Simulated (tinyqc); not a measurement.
Inside a calculation (part 3 of 3). Method: UHF in the 6-31g basis, for H3, spin multiplicity 2. Computed by tinyqc, a small Python program that keeps every step (integrals from PySCF). Command: `OMP_NUM_THREADS=1 python tinyqc.py 20898 20899 out.jsonl` (the two numbers bound the seeds that draw the settings). One thread of a shared host (Intel(R) Xeon(R) Processor @ 2.60GHz), about 0.1 s of CPU time with the checks.

Geometry (angstrom):
```
atom         x         y          z
H     0.000000  0.000000   0.000000
H     0.000000  0.000000   1.318000
H     0.000000  1.140000  -0.662000
```

## Iteration 4: diagonalisation and new density

extrapolated F(alpha) (hartree), order 1H 1s, 1H 2s, 2H 1s, 2H 2s, 3H 1s, 3H 2s:
```
[[0.294698, -0.286940, -0.228770, -0.252730, -0.228606, -0.252615],
 [-0.286940, -0.278514, -0.336790, -0.307515, -0.336687, -0.307441],
 [-0.228770, -0.336790, -0.104696, -0.540356, 0.003486, -0.086403],
 [-0.252730, -0.307515, -0.540356, -0.380229, -0.086393, -0.149125],
 [-0.228606, -0.336687, 0.003486, -0.086393, -0.104804, -0.540411],
 [-0.252615, -0.307441, -0.086403, -0.149125, -0.540411, -0.380248]]
```

extrapolated F(beta) (hartree), order 1H 1s, 1H 2s, 2H 1s, 2H 2s, 3H 1s, 3H 2s:
```
[[-0.054100, -0.520494, -0.223061, -0.332431, -0.222894, -0.332302],
 [-0.520494, -0.390241, -0.219695, -0.272618, -0.219540, -0.272497],
 [-0.223061, -0.219695, 0.414343, -0.162411, -0.041458, -0.108478],
 [-0.332431, -0.272618, -0.162411, -0.094385, -0.108442, -0.177997],
 [-0.222894, -0.219540, -0.041458, -0.108442, 0.414526, -0.162236],
 [-0.332302, -0.272497, -0.108478, -0.177997, -0.162236, -0.094199]]
```

X, order 1H 1s, 1H 2s, 2H 1s, 2H 2s, 3H 1s, 3H 2s:
```
[[-0.826475, 0.000083, 0.824152, 0.714774, -0.000070, 0.234580],
 [1.945573, -0.000110, -0.521384, 0.258327, -0.000021, 0.331732],
 [0.353667, 0.860211, 0.731907, -0.443947, -0.443647, 0.177645],
 [-1.101260, -1.032495, -0.534912, -0.182634, -0.369603, 0.262109],
 [0.353542, -0.860304, 0.731912, -0.443735, 0.443792, 0.177598],
 [-1.100886, 1.032655, -0.534880, -0.182499, 0.369740, 0.262061]]
```

Diagonalise F' = X^T F X, C = X C', fill 2 alpha and 1 beta electrons from the bottom; D(s) = C_occ C_occ^T. Each column has its largest component positive (the first on a tie).

F' = X^T F X (alpha) (hartree):
```
[[0.792761, 0.000015, -0.099947, -0.413092, 0.000020, 0.001119],
 [0.000015, 0.960038, -0.000004, -0.000045, -0.221070, 0.000006],
 [-0.099947, -0.000004, 1.005936, 0.029782, -0.000004, -0.036703],
 [-0.413092, -0.000045, 0.029782, 0.382205, 0.000023, 0.173607],
 [0.000020, -0.221070, -0.000004, 0.000023, -0.403657, -0.000026],
 [0.001119, 0.000006, -0.036703, 0.173607, -0.000026, -0.541463]]
```

orbital energies (alpha) (hartree): [-0.578492, -0.438600, 0.155636, 0.930521, 0.994980, 1.131774]

coefficients C (alpha), order 1H 1s, 1H 2s, 2H 1s, 2H 2s, 3H 1s, 3H 2s:
```
[[0.152487, -0.000084, 0.224082, 0.043962, -0.000361, -1.361183],
 [0.142359, -0.000122, 1.300229, -0.463799, 0.000329, 1.519179],
 [0.258929, -0.303960, -0.105740, -0.899306, -0.919223, -0.043159],
 [0.347465, -0.526309, -0.710637, 0.926063, 0.962317, -0.342384],
 [0.258992, 0.303986, -0.105689, -0.899749, 0.918744, -0.043715],
 [0.347562, 0.526385, -0.710228, 0.926492, -0.962081, -0.341790]]
```

F' = X^T F X (beta) (hartree):
```
[[0.796498, 0.000011, -0.055957, -0.398717, 0.000014, -0.014499],
 [0.000011, 1.044640, -0.000031, -0.000042, -0.299237, -0.000009],
 [-0.055957, -0.000031, 1.051565, -0.125126, 0.000065, 0.002509],
 [-0.398717, -0.000042, -0.125126, 0.403716, -0.000006, -0.215281],
 [0.000014, -0.299237, 0.000065, -0.000006, 0.167055, 0.000105],
 [-0.014499, -0.000009, 0.002509, -0.215281, 0.000105, -0.456669]]
```

orbital energies (beta) (hartree): [-0.517987, 0.074734, 0.189341, 1.038970, 1.084787, 1.136961]

coefficients C (beta), order 1H 1s, 1H 2s, 2H 1s, 2H 2s, 3H 1s, 3H 2s:
```
[[0.358385, -0.000042, 0.188957, -1.322625, 0.121392, 0.000565],
 [0.555241, -0.000254, 1.059228, 1.662358, 0.200458, -0.000502],
 [0.101427, 0.170395, -0.103982, 0.070798, 0.929566, -0.952346],
 [0.088314, 0.657694, -0.876055, -0.474583, -0.774997, 0.877455],
 [0.101318, -0.170378, -0.103986, 0.071465, 0.928523, 0.953329],
 [0.088187, -0.657617, -0.875972, -0.475159, -0.773942, -0.877945]]
```

D(alpha) after iteration 4, order 1H 1s, 1H 2s, 2H 1s, 2H 2s, 3H 1s, 3H 2s:
```
[[0.023252, 0.021708, 0.039509, 0.053028, 0.039468, 0.052955],
 [0.021708, 0.020266, 0.036898, 0.049529, 0.036833, 0.049414],
 [0.039509, 0.036898, 0.159436, 0.249946, -0.025339, -0.070006],
 [0.053028, 0.049529, 0.249946, 0.397733, -0.070000, -0.156276],
 [0.039468, 0.036833, -0.025339, -0.070000, 0.159485, 0.250029],
 [0.052955, 0.049414, -0.070006, -0.156276, 0.250029, 0.397880]]
```

D(beta) after iteration 4, order 1H 1s, 1H 2s, 2H 1s, 2H 2s, 3H 1s, 3H 2s:
```
[[0.128440, 0.198990, 0.036350, 0.031650, 0.036311, 0.031605],
 [0.198990, 0.308293, 0.056316, 0.049036, 0.056256, 0.048965],
 [0.036350, 0.056316, 0.010287, 0.008957, 0.010276, 0.008945],
 [0.031650, 0.049036, 0.008957, 0.007799, 0.008948, 0.007788],
 [0.036311, 0.056256, 0.010276, 0.008948, 0.010265, 0.008935],
 [0.031605, 0.048965, 0.008945, 0.007788, 0.008935, 0.007777]]
```

## Iteration 9 (converged): orbitals

converged F(alpha) (hartree), order 1H 1s, 1H 2s, 2H 1s, 2H 2s, 3H 1s, 3H 2s:
```
[[0.292464, -0.288443, -0.228734, -0.253030, -0.228584, -0.252928],
 [-0.288443, -0.279294, -0.336520, -0.307280, -0.336422, -0.307212],
 [-0.228734, -0.336520, -0.104414, -0.539588, 0.003794, -0.086022],
 [-0.253030, -0.307280, -0.539588, -0.379114, -0.086015, -0.148641],
 [-0.228584, -0.336422, 0.003794, -0.086015, -0.104484, -0.539622],
 [-0.252928, -0.307212, -0.086022, -0.148641, -0.539622, -0.379123]]
```

converged F(beta) (hartree), order 1H 1s, 1H 2s, 2H 1s, 2H 2s, 3H 1s, 3H 2s:
```
[[-0.050794, -0.518179, -0.222427, -0.331360, -0.222279, -0.331247],
 [-0.518179, -0.388588, -0.219341, -0.272111, -0.219211, -0.272010],
 [-0.222427, -0.219341, 0.414492, -0.162469, -0.041442, -0.108460],
 [-0.331360, -0.272111, -0.162469, -0.094626, -0.108431, -0.178024],
 [-0.222279, -0.219211, -0.041442, -0.108431, 0.414635, -0.162329],
 [-0.331247, -0.272010, -0.108460, -0.178024, -0.162329, -0.094473]]
```

As before.

F' = X^T F X (alpha) (hartree):
```
[[0.792954, 0.000014, -0.100079, -0.412781, 0.000017, 0.000290],
 [0.000014, 0.959963, -0.000007, -0.000042, -0.220468, 0.000002],
 [-0.100079, -0.000007, 1.005717, 0.029510, 0.000001, -0.037396],
 [-0.412781, -0.000042, 0.029510, 0.381135, 0.000000, 0.171986],
 [0.000017, -0.220468, 0.000001, 0.000000, -0.403225, -0.000022],
 [0.000290, 0.000002, -0.037396, 0.171986, -0.000022, -0.541358]]
```

orbital energies (alpha) (hartree): [-0.577718, -0.437994, 0.154501, 0.930282, 0.994733, 1.131383]

coefficients C (alpha), order 1H 1s, 1H 2s, 2H 1s, 2H 2s, 3H 1s, 3H 2s:
```
[[0.153214, -0.000065, 0.224982, 0.044921, -0.000360, -1.360922],
 [0.144950, -0.000080, 1.298435, -0.465238, 0.000356, 1.520028],
 [0.259009, -0.304273, -0.106512, -0.899237, -0.919042, -0.043854],
 [0.345771, -0.525973, -0.710766, 0.926712, 0.962428, -0.342279],
 [0.259034, 0.304308, -0.106472, -0.899532, 0.918715, -0.044402],
 [0.345817, 0.526056, -0.710400, 0.926975, -0.962333, -0.341689]]
```

F' = X^T F X (beta) (hartree):
```
[[0.796836, 0.000013, -0.056312, -0.399068, 0.000013, -0.014086],
 [0.000013, 1.044634, -0.000028, -0.000045, -0.299524, -0.000007],
 [-0.056312, -0.000028, 1.052026, -0.124626, 0.000059, 0.003697],
 [-0.399068, -0.000045, -0.124626, 0.404792, -0.000003, -0.213600],
 [0.000013, -0.299524, 0.000059, -0.000003, 0.166978, 0.000083],
 [-0.014086, -0.000007, 0.003697, -0.213600, 0.000083, -0.455367]]
```

orbital energies (beta) (hartree): [-0.515739, 0.074501, 0.189041, 1.040054, 1.084930, 1.137111]

coefficients C (beta), order 1H 1s, 1H 2s, 2H 1s, 2H 2s, 3H 1s, 3H 2s:
```
[[0.357086, 0.000022, 0.189327, -1.322824, 0.122475, 0.000564],
 [0.554252, 0.000180, 1.060769, 1.661859, 0.199178, -0.000541],
 [0.101354, -0.170193, -0.103592, 0.071450, 0.929459, -0.952488],
 [0.089925, -0.657833, -0.876197, -0.474992, -0.774332, 0.877411],
 [0.101265, 0.170191, -0.103584, 0.072136, 0.928631, 0.953256],
 [0.089833, 0.657835, -0.876038, -0.475585, -0.773485, -0.877720]]
```

D(alpha) after iteration 9, order 1H 1s, 1H 2s, 2H 1s, 2H 2s, 3H 1s, 3H 2s:
```
[[0.023475, 0.022208, 0.039704, 0.053011, 0.039668, 0.052950],
 [0.022208, 0.021010, 0.037568, 0.050162, 0.037522, 0.050084],
 [0.039704, 0.037568, 0.159668, 0.249597, -0.025501, -0.070495],
 [0.053011, 0.050162, 0.249597, 0.396205, -0.070492, -0.157118],
 [0.039668, 0.037522, -0.025501, -0.070492, 0.159702, 0.249662],
 [0.052950, 0.050084, -0.070495, -0.157118, 0.249662, 0.396325]]
```

D(beta) after iteration 9, order 1H 1s, 1H 2s, 2H 1s, 2H 2s, 3H 1s, 3H 2s:
```
[[0.127511, 0.197916, 0.036192, 0.032111, 0.036160, 0.032078],
 [0.197916, 0.307195, 0.056176, 0.049841, 0.056126, 0.049790],
 [0.036192, 0.056176, 0.010273, 0.009114, 0.010264, 0.009105],
 [0.032111, 0.049841, 0.009114, 0.008086, 0.009106, 0.008078],
 [0.036160, 0.056126, 0.010264, 0.009106, 0.010255, 0.009097],
 [0.032078, 0.049790, 0.009105, 0.008078, 0.009097, 0.008070]]
```

## Convergence

Stop when the energy changes by less than 1e-08 hartree and every element of the error matrix X^T (F D S - S D F) X (for each spin) is below 3e-05.

Course of the cycle:
```
iteration  E (hartree)     change  largest element of the error matrix
1          -1.44833420          -                             1.82e-01
2          -1.53668967  -8.84e-02                             4.94e-02
3          -1.54484422  -8.15e-03                             2.64e-02
4          -1.55050920  -5.66e-03                             8.69e-03
5          -1.55105505  -5.46e-04                             6.92e-04
6          -1.55105763  -2.58e-06                             2.34e-04
7          -1.55105798  -3.50e-07                             5.12e-05
8          -1.55105800  -1.81e-08                             6.13e-06
9          -1.55105800  -2.82e-10                             9.78e-07
```

PySCF UHF in the same basis, after a stability check = -1.55105800 hartree

Converged in 9 iterations.

## Populations, bond orders and dipole

overlap S, order 1H 1s, 1H 2s, 2H 1s, 2H 2s, 3H 1s, 3H 2s:
```
[[1.000000, 0.658292, 0.101447, 0.291445, 0.101358, 0.291346],
 [0.658292, 1.000000, 0.291445, 0.606389, 0.291346, 0.606263],
 [0.101447, 0.291445, 1.000000, 0.658292, 0.001713, 0.057221],
 [0.291445, 0.606389, 0.658292, 1.000000, 0.057221, 0.222420],
 [0.101358, 0.291346, 0.001713, 0.057221, 1.000000, 0.658292],
 [0.291346, 0.606263, 0.057221, 0.222420, 0.658292, 1.000000]]
```

Mulliken: Z minus the diagonal of D S on the atom; Loewdin: the same with S^(1/2) D S^(1/2); Mayer order: 2 sum_s sum (D(s) S)_ij (D(s) S)_ji over the two atoms.

Charges (e):
```
atom   Mulliken    Loewdin  Mulliken spin
1H    -0.009764   0.019092      -0.619141
2H     0.004885  -0.009546       0.809435
3H     0.004880  -0.009546       0.809706
```

Mayer bond orders:
```
pair     order
2-1   0.308508
3-1   0.308061
3-2   0.020789
```

dipole moment about the origin, x y z (debye): [0.000000, 0.018099, 0.010444]

<S^2> of the determinant (pure state: 0.75) = 0.976728
